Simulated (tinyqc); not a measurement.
Finnis-Sinclair potential for a bcc metal: fit to cohesion and elasticity, then vacancy, surfaces and structure: one step, computed by the program tinyqc.

E = (1/2) sum V(r) - A sqrt(rho), rho = sum phi(r), phi = (r - d)^2 for r < d, V = (r - c)^2 (c0 + c1 r + c2 r^2) for r < c. In bcc the 8 first neighbours lie at sqrt(3) a/2 and the 6 second at a; both cut-offs lie below the third shell; Omega = a^3/2; E is per atom and z the number of atoms in a shell. The four constants A, c0, c1, c2 are fitted to E_c, zero pressure, B and C12 - C44 alone, so C44 and C11 - C12 are not matched singly; defects are unrelaxed.

Problem. Three linear equations for c0, c1, c2. With v_k = (r - c)^2 r^k the rows are (1/2) sum z v_k, (1/2) sum z r v_k' and (1/2) sum z r^2 v_k''. With rho1 = sum z r phi' and rho2 = sum z r^2 phi'' the right-hand sides are: -E_c + A sqrt(rho) (cohesion); A rho1/(2 sqrt(rho)) (zero pressure); 9 B Omega + A [rho2/(2 sqrt(rho)) - rho1^2/(4 rho^(3/2))] with B = (C11 + 2 C12)/3.

Inputs (values chosen for the exercise, modelled on vanadium):
```
quantity,value,unit
lattice constant a,3.04,angstrom
cohesive energy E_c,5.36,eV
target C11,221,GPa
target C12,120,GPa
pair cut-off c/a,1.26,-
```

rho = 13.04709 angstrom^2

A = 2.114456 eV/angstrom

rho1 = -73.07153 angstrom^2

rho2 = 221.7984 angstrom^2

Constants: 1 eV/angstrom^3 = 160.2176634 GPa.

Give: matrix; right-hand side.

Solution.

matrix:
```
,c0,c1,c2
cohesion,7.61,20.80,57.09
pressure,-39.64,-89.43,-193.90
bulk modulus,110.90,94.07,-221.35
```

right-hand side (eV): [2.28, -21.39, 126.28]
